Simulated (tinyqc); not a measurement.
All-pass ring resonator: effect of the ring radius.

A ring of length L = 2 pi Rr coupled to one bus waveguide: round-trip amplitude a = 10^(-al L/20), self-coupling t = sqrt(1 - k2). At detuning d from the resonance the round-trip phase is p = 2 pi d/FSR and the transmission T = (a^2 - 2 a t cos p + t^2)/(1 - 2 a t cos p + a^2 t^2). Lossless coupler, linear absorption only.

FSR = lam^2/(ng L), finesse F = pi sqrt(a t)/(1 - a t), FWHM = FSR/F, Q = lam/FWHM, Tmin = (a - t)^2/(1 - a t)^2, power build-up k2 a^2/(1 - a t)^2, optical bandwidth c/(lam Q).

Parameters, values chosen for the exercise; values close to those of silicon waveguides: cold resonance wavelength lam = 1550 nm; group index ng = 4.05; propagation loss al = 19 dB/cm; power coupling k2 = 0.05.

Constants: c = 299792458 m/s. Results are converted to the units shown.

The same in every row: t = 0.9747.

Effect of the ring radius:
```
Rr (um),a,Q,Tmin,build-up,bandwidth (GHz)
3.3,0.9955,5639,0.4892,56.05,34.30
5.4,0.9926,8422,0.3037,46.56,22.97
8.7,0.9881,1.193e4,0.1325,35.84,16.21
14,0.9809,1.608e4,0.02035,24.97,12.02
23,0.9689,2.071e4,0.01085,15.16,9.337
37,0.9504,2.494e4,0.1085,8.327,7.755
60,0.9208,2.861e4,0.2760,4.038,6.760
```

Read the table: what changes, and by how much?

As Rr goes from 3.3 to 60 um, Q rises from 5640 to 28600, Tmin goes from 0.489 through a minimum of 0.0108 (at Rr = 23 um among the rows listed) to 0.276 and the build-up falls from 56.1 to 4.04. The ring is overcoupled (t < a) in 4 of the 7 rows; the dip is deepest where t and a cross. Bend loss, which grows for small rings, is left out.

Program tinyqc, `OMP_NUM_THREADS=1 python tinyqc.py 2650028 2650029 out.jsonl`; Intel Xeon 2.30GHz, shared host, one thread, about 0.01 s.
